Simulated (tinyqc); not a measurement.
Worked calculation (part 1 of 2): RKS/LDA (PW92) in the sto-6g basis, for BeH2, spin multiplicity 1. Computed by tinyqc, a small Python program that keeps every step (integrals from PySCF). Settings: charge = 0, multiplicity = 1, basis = sto-6g, energy threshold = 1e-08, iteration cap = 65, orthogonalisation = symmetric, start = Wolfsberg-Helmholz matrix, DIIS depth = 0, damping = 0.5, method = RKS, functional = lda,pw, grid = [20, 86]. Command: `OMP_NUM_THREADS=1 python tinyqc.py 26323 26324 out.jsonl` (the two numbers bound the seeds that draw the settings). One thread of a shared host (Intel(R) Xeon(R) Processor @ 2.60GHz), about 0.6 s of CPU time with the checks. Later iterations appear only in the table of the cycle.

## One-electron integrals

Geometry (angstrom):
```
atom        x         y        z
Be    0.00000   0.00000  0.00000
H     0.00000   1.41000  0.11400
H     0.00000  -1.41000  0.11400
```

Basis sto-6g: exponents (1/bohr^2) and contraction coefficients of normalised primitives:
```
element  l (shell)   exponent  coefficient
Be           s (1)  312.87049      0.00916
Be           s (1)   57.36446      0.04936
Be           s (1)   16.04851      0.16854
Be           s (1)    5.51310      0.37056
Be           s (1)    2.14090      0.41649
Be           s (1)    0.88174      0.13033
Be           s (2)   13.63325     -0.01325
Be           s (2)    2.69838     -0.04699
Be           s (2)    0.83865     -0.03379
Be           s (2)    0.32266      0.25024
Be           s (2)    0.14013      0.59512
Be           s (2)    0.06423      0.24071
Be           p (3)   13.63325      0.00376
Be           p (3)    2.69838      0.03768
Be           p (3)    0.83865      0.17390
Be           p (3)    0.32266      0.41804
Be           p (3)    0.14013      0.42586
Be           p (3)    0.06423      0.10171
H            s (1)   35.52322      0.00916
H            s (1)    6.51314      0.04936
H            s (1)    1.82214      0.16854
H            s (1)    0.62596      0.37056
H            s (1)    0.24308      0.41649
H            s (1)    0.10011      0.13033
```

Overlap, kinetic and nuclear-attraction integrals over the contracted functions; the nuclear repulsion is the sum of Za Zb / Rab.

nuclear repulsion = 3.1803100 hartree

overlap S, order 1Be 1s, 1Be 2s, 1Be 2px, 1Be 2py, 1Be 2pz, 2H 1s, 3H 1s:
$$\begin{pmatrix}
1.00000 & 0.25476 & 0.00000 & 0.00000 & 0.00000 & 0.06111 & 0.06111 \\
0.25476 & 1.00000 & 0.00000 & 0.00000 & 0.00000 & 0.43098 & 0.43098 \\
0.00000 & 0.00000 & 1.00000 & 0.00000 & 0.00000 & 0.00000 & 0.00000 \\
0.00000 & 0.00000 & 0.00000 & 1.00000 & 0.00000 & 0.50164 & -0.50164 \\
0.00000 & 0.00000 & 0.00000 & 0.00000 & 1.00000 & 0.04056 & 0.04056 \\
0.06111 & 0.43098 & 0.00000 & 0.50164 & 0.04056 & 1.00000 & 0.02992 \\
0.06111 & 0.43098 & 0.00000 & -0.50164 & 0.04056 & 0.02992 & 1.00000
\end{pmatrix}$$

kinetic energy T (hartree), order 1Be 1s, 1Be 2s, 1Be 2px, 1Be 2py, 1Be 2pz, 2H 1s, 3H 1s:
$$\begin{pmatrix}
6.76875 & -0.20738 & 0.00000 & 0.00000 & 0.00000 & -0.01390 & -0.01390 \\
-0.20738 & 0.22012 & 0.00000 & 0.00000 & 0.00000 & 0.05810 & 0.05810 \\
0.00000 & 0.00000 & 0.66127 & 0.00000 & 0.00000 & 0.00000 & 0.00000 \\
0.00000 & 0.00000 & 0.00000 & 0.66127 & 0.00000 & 0.16880 & -0.16880 \\
0.00000 & 0.00000 & 0.00000 & 0.00000 & 0.66127 & 0.01365 & 0.01365 \\
-0.01390 & 0.05810 & 0.00000 & 0.16880 & 0.01365 & 0.76852 & -0.00715 \\
-0.01390 & 0.05810 & 0.00000 & -0.16880 & 0.01365 & -0.00715 & 0.76852
\end{pmatrix}$$

nuclear attraction V (hartree), order 1Be 1s, 1Be 2s, 1Be 2px, 1Be 2py, 1Be 2pz, 2H 1s, 3H 1s:
$$\begin{pmatrix}
-15.46296 & -1.84133 & 0.00000 & 0.00000 & -0.00274 & -0.48262 & -0.48262 \\
-1.84133 & -3.00869 & 0.00000 & 0.00000 & -0.02246 & -1.23867 & -1.23867 \\
0.00000 & 0.00000 & -2.93687 & 0.00000 & 0.00000 & 0.00000 & 0.00000 \\
0.00000 & 0.00000 & 0.00000 & -3.15064 & 0.00000 & -1.41394 & 1.41394 \\
-0.00274 & -0.02246 & 0.00000 & 0.00000 & -2.93827 & -0.11671 & -0.11671 \\
-0.48262 & -1.23867 & 0.00000 & -1.41394 & -0.11671 & -2.91501 & -0.09696 \\
-0.48262 & -1.23867 & 0.00000 & 1.41394 & -0.11671 & -0.09696 & -2.91501
\end{pmatrix}$$

core Hamiltonian H = T + V (hartree), order 1Be 1s, 1Be 2s, 1Be 2px, 1Be 2py, 1Be 2pz, 2H 1s, 3H 1s:
$$\begin{pmatrix}
-8.69420 & -2.04871 & 0.00000 & 0.00000 & -0.00274 & -0.49651 & -0.49651 \\
-2.04871 & -2.78857 & 0.00000 & 0.00000 & -0.02246 & -1.18057 & -1.18057 \\
0.00000 & 0.00000 & -2.27561 & 0.00000 & 0.00000 & 0.00000 & 0.00000 \\
0.00000 & 0.00000 & 0.00000 & -2.48938 & 0.00000 & -1.24513 & 1.24513 \\
-0.00274 & -0.02246 & 0.00000 & 0.00000 & -2.27700 & -0.10306 & -0.10306 \\
-0.49651 & -1.18057 & 0.00000 & -1.24513 & -0.10306 & -2.14649 & -0.10412 \\
-0.49651 & -1.18057 & 0.00000 & 1.24513 & -0.10306 & -0.10412 & -2.14649
\end{pmatrix}$$

## Two-electron integrals

Functions are numbered as in S; the eight-fold symmetry (ij|kl) = (ji|kl) = (kl|ij) leaves the list below.

Two-electron integrals (ij|kl) in chemists' order, unique and non-zero (hartree):
```
(11|11) 2.30000    (21|11) 0.36188    (21|21) 0.07193    (22|11) 0.57033
(22|21) 0.13965    (22|22) 0.41777    (31|31) 0.01525    (32|31) 0.02255
(32|32) 0.09234    (33|11) 0.57033    (33|21) 0.13965    (33|22) 0.41777
(33|33) 0.45012    (41|41) 0.01525    (42|41) 0.02255    (42|42) 0.09234
(43|43) 0.02426    (44|11) 0.57033    (44|21) 0.13965    (44|22) 0.41777
(44|33) 0.40160    (44|44) 0.45012    (51|51) 0.01525    (52|51) 0.02255
(52|52) 0.09234    (53|53) 0.02426    (54|54) 0.02426    (55|11) 0.57033
(55|21) 0.13965    (55|22) 0.41777    (55|33) 0.40160    (55|44) 0.40160
(55|55) 0.45012    (61|11) 0.08936    (61|21) 0.01724    (61|22) 0.03330
(61|33) 0.03303    (61|41) 0.00170    (61|42) 0.00328    (61|44) 0.03385
(61|51) 0.00014    (61|52) 0.00027    (61|54) 0.00007    (61|55) 0.03303
(61|61) 0.00437    (62|11) 0.20543    (62|21) 0.05105    (62|22) 0.16515
(62|33) 0.15903    (62|41) 0.00711    (62|42) 0.04113    (62|44) 0.17727
(62|51) 0.00057    (62|52) 0.00333    (62|54) 0.00147    (62|55) 0.15915
(62|61) 0.01350    (62|62) 0.09565    (63|31) 0.00504    (63|32) 0.02264
(63|43) 0.00722    (63|53) 0.00058    (63|63) 0.00902    (64|11) 0.21722
(64|21) 0.05468    (64|22) 0.18496    (64|33) 0.17410    (64|41) 0.01153
(64|42) 0.06415    (64|44) 0.20656    (64|51) 0.00052    (64|52) 0.00336
(64|54) 0.00204    (64|55) 0.17422    (64|61) 0.01521    (64|62) 0.12208
(64|64) 0.16131    (65|11) 0.01756    (65|21) 0.00442    (65|22) 0.01495
(65|33) 0.01408    (65|41) 0.00052    (65|42) 0.00336    (65|44) 0.01553
(65|51) 0.00508    (65|52) 0.02291    (65|54) 0.00734    (65|55) 0.01525
(65|61) 0.00123    (65|62) 0.00987    (65|64) 0.01231    (65|65) 0.01001
(66|11) 0.37153    (66|21) 0.09423    (66|22) 0.33964    (66|33) 0.31509
(66|41) 0.01577    (66|42) 0.11599    (66|44) 0.38825    (66|51) 0.00127
(66|52) 0.00938    (66|54) 0.00591    (66|55) 0.31557    (66|61) 0.02585
(66|62) 0.24788    (66|64) 0.33635    (66|65) 0.02719    (66|66) 0.77500
(71|11) 0.08936    (71|21) 0.01724    (71|22) 0.03330    (71|33) 0.03303
(71|41) -0.00170   (71|42) -0.00328   (71|44) 0.03385    (71|51) 0.00014
(71|52) 0.00027    (71|54) -0.00007   (71|55) 0.03303    (71|61) 0.00396
(71|62) 0.01120    (71|64) 0.01151    (71|65) 0.00103    (71|66) 0.02035
(71|71) 0.00437    (72|11) 0.20543    (72|21) 0.05105    (72|22) 0.16515
(72|33) 0.15903    (72|41) -0.00711   (72|42) -0.04113   (72|44) 0.17727
(72|51) 0.00057    (72|52) 0.00333    (72|54) -0.00147   (72|55) 0.15915
(72|61) 0.01120    (72|62) 0.05078    (72|64) 0.05154    (72|65) 0.00516
(72|66) 0.09736    (72|71) 0.01350    (72|72) 0.09565    (73|31) 0.00504
(73|32) 0.02264    (73|43) -0.00722   (73|53) 0.00058    (73|63) 0.00383
(73|73) 0.00902    (74|11) -0.21722   (74|21) -0.05468   (74|22) -0.18496
(74|33) -0.17410   (74|41) 0.01153    (74|42) 0.06415    (74|44) -0.20656
(74|51) -0.00052   (74|52) -0.00336   (74|54) 0.00204    (74|55) -0.17422
(74|61) -0.01151   (74|62) -0.05154   (74|64) -0.05004   (74|65) -0.00515
(74|66) -0.09703   (74|71) -0.01521   (74|72) -0.12208   (74|74) 0.16131
(75|11) 0.01756    (75|21) 0.00442    (75|22) 0.01495    (75|33) 0.01408
(75|41) -0.00052   (75|42) -0.00336   (75|44) 0.01553    (75|51) 0.00508
(75|52) 0.02291    (75|54) -0.00734   (75|55) 0.01525    (75|61) 0.00103
(75|62) 0.00516    (75|64) 0.00515    (75|65) 0.00435    (75|66) 0.01012
(75|71) 0.00123    (75|72) 0.00987    (75|74) -0.01231   (75|75) 0.01001
(76|11) 0.01751    (76|21) 0.00423    (76|22) 0.01257    (76|33) 0.01232
(76|44) 0.01304    (76|51) 0.00009    (76|52) 0.00043    (76|55) 0.01234
(76|61) 0.00102    (76|62) 0.00522    (76|64) 0.00599    (76|65) 0.00058
(76|66) 0.01136    (76|71) 0.00102    (76|72) 0.00522    (76|74) -0.00599
(76|75) 0.00058    (76|76) 0.00039    (77|11) 0.37153    (77|21) 0.09423
(77|22) 0.33964    (77|33) 0.31509    (77|41) -0.01577   (77|42) -0.11599
(77|44) 0.38825    (77|51) 0.00127    (77|52) 0.00938    (77|54) -0.00591
(77|55) 0.31557    (77|61) 0.02035    (77|62) 0.09736    (77|64) 0.09703
(77|65) 0.01012    (77|66) 0.18762    (77|71) 0.02585    (77|72) 0.24788
(77|74) -0.33635   (77|75) 0.02719    (77|76) 0.01136    (77|77) 0.77500
```

## Orthogonalisation

S = U s U^T; symmetric (Loewdin) form X = U s^(-1/2) U^T, so that X^T S X = 1.

eigenvalues of S: [0.27546, 0.37710, 0.93600, 1.00000, 1.00755, 1.69462, 1.70926]

X, order 1Be 1s, 1Be 2s, 1Be 2px, 1Be 2py, 1Be 2pz, 2H 1s, 3H 1s:
$$\begin{pmatrix}
1.02719 & -0.14843 & 0.00000 & 0.00000 & -0.00143 & 0.01723 & 0.01723 \\
-0.14843 & 1.22178 & 0.00000 & 0.00000 & 0.01811 & -0.28416 & -0.28416 \\
0.00000 & 0.00000 & 1.00000 & 0.00000 & 0.00000 & 0.00000 & 0.00000 \\
0.00000 & 0.00000 & 0.00000 & 1.32478 & 0.00000 & -0.40196 & 0.40196 \\
-0.00143 & 0.01811 & 0.00000 & 0.00000 & 1.00167 & -0.02632 & -0.02632 \\
0.01723 & -0.28416 & 0.00000 & -0.40196 & -0.02632 & 1.26064 & -0.08811 \\
0.01723 & -0.28416 & 0.00000 & 0.40196 & -0.02632 & -0.08811 & 1.26064
\end{pmatrix}$$

## Starting guess

The start is the generalised Wolfsberg-Helmholz matrix (K = 1.75) built on H; D = 2 C_occ C_occ^T.

D at the start, order 1Be 1s, 1Be 2s, 1Be 2px, 1Be 2py, 1Be 2pz, 2H 1s, 3H 1s:
$$\begin{pmatrix}
2.04714 & -0.15003 & 0.00000 & 0.00000 & -0.02345 & -0.20358 & -0.20358 \\
-0.15003 & 0.68490 & 0.00000 & 0.00000 & 0.06110 & 0.44681 & 0.44681 \\
0.00000 & 0.00000 & 0.00000 & 0.00000 & 0.00000 & 0.00000 & 0.00000 \\
0.00000 & 0.00000 & 0.00000 & 0.74349 & 0.00000 & 0.40883 & -0.40883 \\
-0.02345 & 0.06110 & 0.00000 & 0.00000 & 0.00550 & 0.04039 & 0.04039 \\
-0.20358 & 0.44681 & 0.00000 & 0.40883 & 0.04039 & 0.52184 & 0.07222 \\
-0.20358 & 0.44681 & 0.00000 & -0.40883 & 0.04039 & 0.07222 & 0.52184
\end{pmatrix}$$

## Iteration 1: exchange-correlation on the grid

Becke grid with 20 radial and 86 angular points per atom, points of zero weight dropped. rho = sum D_ij phi_i phi_j; V_xc,ij = sum w v_xc phi_i phi_j; v_xc is d(rho eps)/d rho.

The 8 grid points with the largest w rho, of 5150 (bohr, atomic units):
```
x                y        z        w      rho    eps_xc      v_xc
0.00000   -1.62567  0.00000  0.11086  0.11680  -0.41541  -0.54312
0.00000    1.62567  0.00000  0.11086  0.11680  -0.41541  -0.54312
0.00000   -1.50754  0.60840  0.13282  0.09514  -0.39005  -0.50972
0.00000    1.50754  0.60840  0.13282  0.09514  -0.39005  -0.50972
-0.60840  -1.50754  0.00000  0.14357  0.08439  -0.37598  -0.49119
0.60840    1.50754  0.00000  0.14357  0.08439  -0.37598  -0.49119
-0.60840   1.50754  0.00000  0.14357  0.08439  -0.37598  -0.49119
0.60840   -1.50754  0.00000  0.14357  0.08439  -0.37598  -0.49119
```

electrons on the grid, sum of w rho = 5.99940

E_xc = sum of w rho eps_xc = -3.3401746 hartree

V_xc (hartree), order 1Be 1s, 1Be 2s, 1Be 2px, 1Be 2py, 1Be 2pz, 2H 1s, 3H 1s:
$$\begin{pmatrix}
-1.41487 & -0.19006 & 0.00000 & 0.00000 & -0.00119 & -0.04931 & -0.04931 \\
-0.19006 & -0.32635 & 0.00000 & 0.00000 & -0.01177 & -0.16079 & -0.16079 \\
0.00000 & 0.00000 & -0.29366 & 0.00000 & 0.00000 & 0.00000 & 0.00000 \\
0.00000 & 0.00000 & 0.00000 & -0.39142 & 0.00000 & -0.19930 & 0.19930 \\
-0.00119 & -0.01177 & 0.00000 & 0.00000 & -0.29398 & -0.01711 & -0.01711 \\
-0.04931 & -0.16079 & 0.00000 & -0.19930 & -0.01711 & -0.43274 & -0.01147 \\
-0.04931 & -0.16079 & 0.00000 & 0.19930 & -0.01711 & -0.01147 & -0.43274
\end{pmatrix}$$

## Iteration 1: building the Kohn-Sham matrix

J_ij = sum D_kl (ij|kl); F = H + J + V_xc; E = tr D H + tr D J / 2 + E_xc + E_nn.

Coulomb J (hartree), order 1Be 1s, 1Be 2s, 1Be 2px, 1Be 2py, 1Be 2pz, 2H 1s, 3H 1s:
$$\begin{pmatrix}
6.46036 & 1.18577 & 0.00000 & 0.00000 & 0.00598 & 0.29090 & 0.29090 \\
1.18577 & 2.65391 & 0.00000 & 0.00000 & 0.03499 & 1.09629 & 1.09629 \\
0.00000 & 0.00000 & 2.58753 & 0.00000 & 0.00000 & 0.00000 & 0.00000 \\
0.00000 & 0.00000 & 0.00000 & 2.78530 & 0.00000 & 1.25540 & -1.25540 \\
0.00598 & 0.03499 & 0.00000 & 0.00000 & 2.58889 & 0.10657 & 0.10657 \\
0.29090 & 1.09629 & 0.00000 & 1.25540 & 0.10657 & 2.40745 & 0.08330 \\
0.29090 & 1.09629 & 0.00000 & -1.25540 & 0.10657 & 0.08330 & 2.40745
\end{pmatrix}$$

Kohn-Sham matrix F (hartree), order 1Be 1s, 1Be 2s, 1Be 2px, 1Be 2py, 1Be 2pz, 2H 1s, 3H 1s:
$$\begin{pmatrix}
-3.64871 & -1.05300 & 0.00000 & 0.00000 & 0.00205 & -0.25492 & -0.25492 \\
-1.05300 & -0.46101 & 0.00000 & 0.00000 & 0.00076 & -0.24506 & -0.24506 \\
0.00000 & 0.00000 & 0.01826 & 0.00000 & 0.00000 & 0.00000 & 0.00000 \\
0.00000 & 0.00000 & 0.00000 & -0.09549 & 0.00000 & -0.18904 & 0.18904 \\
0.00205 & 0.00076 & 0.00000 & 0.00000 & 0.01790 & -0.01360 & -0.01360 \\
-0.25492 & -0.24506 & 0.00000 & -0.18904 & -0.01360 & -0.17177 & -0.03229 \\
-0.25492 & -0.24506 & 0.00000 & 0.18904 & -0.01360 & -0.03229 & -0.17177
\end{pmatrix}$$

total energy of this density = -15.5862447 hartree

This density is the starting one.

## Iteration 1: diagonalisation and new density

Diagonalise F' = X^T F X, C = X C', fill 3 alpha and 3 beta electrons from the bottom; D = 2 C_occ C_occ^T; the new density keeps 0.5 of the old one (damping). Each column has its largest component positive (the first on a tie).

F' = X^T F X (hartree):
$$\begin{pmatrix}
-3.55459 & -0.58369 & 0.00000 & 0.00000 & 0.00021 & -0.04023 & -0.04023 \\
-0.58369 & -0.12198 & 0.00000 & 0.00000 & 0.01543 & -0.17351 & -0.17351 \\
0.00000 & 0.00000 & 0.01826 & 0.00000 & 0.00000 & 0.00000 & 0.00000 \\
0.00000 & 0.00000 & 0.00000 & 0.18998 & 0.00000 & -0.27238 & 0.27238 \\
0.00021 & 0.01543 & 0.00000 & 0.00000 & 0.01946 & -0.01685 & -0.01685 \\
-0.04023 & -0.17351 & 0.00000 & -0.27238 & -0.01685 & 0.04826 & -0.07708 \\
-0.04023 & -0.17351 & 0.00000 & 0.27238 & -0.01685 & -0.07708 & 0.04826
\end{pmatrix}$$

orbital energies (hartree): MO1 -3.65369, MO2 -0.25871, MO3 -0.22890, MO4 0.01561, MO5 0.01826, MO6 0.21087, MO7 0.54422

coefficients C, order 1Be 1s, 1Be 2s, 1Be 2px, 1Be 2py, 1Be 2pz, 2H 1s, 3H 1s:
$$\begin{pmatrix}
0.98897 & -0.22414 & 0.00000 & 0.03590 & 0.00000 & -0.21948 & 0.00000 \\
0.04430 & 0.58207 & 0.00000 & -0.16017 & 0.00000 & 1.14463 & 0.00000 \\
0.00000 & 0.00000 & 0.00000 & 0.00000 & 1.00000 & 0.00000 & 0.00000 \\
0.00000 & 0.00000 & 0.47831 & 0.00000 & 0.00000 & 0.00000 & 1.35992 \\
0.00001 & 0.00876 & 0.00000 & 0.98584 & 0.00000 & 0.18192 & 0.00000 \\
-0.00775 & 0.38746 & 0.42992 & 0.07774 & 0.00000 & -0.78289 & -0.94144 \\
-0.00775 & 0.38746 & -0.42992 & 0.07774 & 0.00000 & -0.78289 & 0.94144
\end{pmatrix}$$

D after iteration 1, order 1Be 1s, 1Be 2s, 1Be 2px, 1Be 2py, 1Be 2pz, 2H 1s, 3H 1s:
$$\begin{pmatrix}
2.05186 & -0.16166 & 0.00000 & 0.00000 & -0.01368 & -0.19630 & -0.19630 \\
-0.16166 & 0.68322 & 0.00000 & 0.00000 & 0.03565 & 0.44859 & 0.44859 \\
0.00000 & 0.00000 & 0.00000 & 0.00000 & 0.00000 & 0.00000 & 0.00000 \\
0.00000 & 0.00000 & 0.00000 & 0.60053 & 0.00000 & 0.41005 & -0.41005 \\
-0.01368 & 0.03565 & 0.00000 & 0.00000 & 0.00283 & 0.02359 & 0.02359 \\
-0.19630 & 0.44859 & 0.00000 & 0.41005 & 0.02359 & 0.59594 & 0.00147 \\
-0.19630 & 0.44859 & 0.00000 & -0.41005 & 0.02359 & 0.00147 & 0.59594
\end{pmatrix}$$

## Iteration 2: exchange-correlation on the grid

As before.

The 8 grid points with the largest w rho, of 5150 (bohr, atomic units):
```
x                y        z        w      rho    eps_xc      v_xc
0.00000   -1.62567  0.00000  0.11086  0.11434  -0.41270  -0.53955
0.00000    1.62567  0.00000  0.11086  0.11434  -0.41270  -0.53955
0.00000   -1.50754  0.60840  0.13282  0.09149  -0.38540  -0.50360
0.00000    1.50754  0.60840  0.13282  0.09149  -0.38540  -0.50360
-0.60840  -1.50754  0.00000  0.14357  0.08114  -0.37147  -0.48526
0.60840    1.50754  0.00000  0.14357  0.08114  -0.37147  -0.48526
-0.60840   1.50754  0.00000  0.14357  0.08114  -0.37147  -0.48526
0.60840   -1.50754  0.00000  0.14357  0.08114  -0.37147  -0.48526
```

electrons on the grid, sum of w rho = 5.99938

E_xc = sum of w rho eps_xc = -3.3502166 hartree

V_xc (hartree), order 1Be 1s, 1Be 2s, 1Be 2px, 1Be 2py, 1Be 2pz, 2H 1s, 3H 1s:
$$\begin{pmatrix}
-1.41455 & -0.18922 & 0.00000 & 0.00000 & -0.00084 & -0.04909 & -0.04909 \\
-0.18922 & -0.32370 & 0.00000 & 0.00000 & -0.00921 & -0.16079 & -0.16079 \\
0.00000 & 0.00000 & -0.29115 & 0.00000 & 0.00000 & 0.00000 & 0.00000 \\
0.00000 & 0.00000 & 0.00000 & -0.38839 & 0.00000 & -0.19997 & 0.19997 \\
-0.00084 & -0.00921 & 0.00000 & 0.00000 & -0.29156 & -0.01666 & -0.01666 \\
-0.04909 & -0.16079 & 0.00000 & -0.19997 & -0.01666 & -0.43856 & -0.01141 \\
-0.04909 & -0.16079 & 0.00000 & 0.19997 & -0.01666 & -0.01141 & -0.43856
\end{pmatrix}$$

## Iteration 2: building the Kohn-Sham matrix

As before.

Coulomb J (hartree), order 1Be 1s, 1Be 2s, 1Be 2px, 1Be 2py, 1Be 2pz, 2H 1s, 3H 1s:
$$\begin{pmatrix}
6.43531 & 1.17943 & 0.00000 & 0.00000 & 0.00497 & 0.28941 & 0.28941 \\
1.17943 & 2.64240 & 0.00000 & 0.00000 & 0.03057 & 1.09551 & 1.09551 \\
0.00000 & 0.00000 & 2.57473 & 0.00000 & 0.00000 & 0.00000 & 0.00000 \\
0.00000 & 0.00000 & 0.00000 & 2.77652 & 0.00000 & 1.25689 & -1.25689 \\
0.00497 & 0.03057 & 0.00000 & 0.00000 & 2.57595 & 0.10552 & 0.10552 \\
0.28941 & 1.09551 & 0.00000 & 1.25689 & 0.10552 & 2.42107 & 0.08303 \\
0.28941 & 1.09551 & 0.00000 & -1.25689 & 0.10552 & 0.08303 & 2.42107
\end{pmatrix}$$

Kohn-Sham matrix F (hartree), order 1Be 1s, 1Be 2s, 1Be 2px, 1Be 2py, 1Be 2pz, 2H 1s, 3H 1s:
$$\begin{pmatrix}
-3.67344 & -1.05850 & 0.00000 & 0.00000 & 0.00139 & -0.25620 & -0.25620 \\
-1.05850 & -0.46987 & 0.00000 & 0.00000 & -0.00110 & -0.24584 & -0.24584 \\
0.00000 & 0.00000 & 0.00797 & 0.00000 & 0.00000 & 0.00000 & 0.00000 \\
0.00000 & 0.00000 & 0.00000 & -0.10125 & 0.00000 & -0.18822 & 0.18822 \\
0.00139 & -0.00110 & 0.00000 & 0.00000 & 0.00738 & -0.01419 & -0.01419 \\
-0.25620 & -0.24584 & 0.00000 & -0.18822 & -0.01419 & -0.16398 & -0.03250 \\
-0.25620 & -0.24584 & 0.00000 & 0.18822 & -0.01419 & -0.03250 & -0.16398
\end{pmatrix}$$

total energy of this density = -15.5935844 hartree

This density is a damped mixture and is not idempotent.
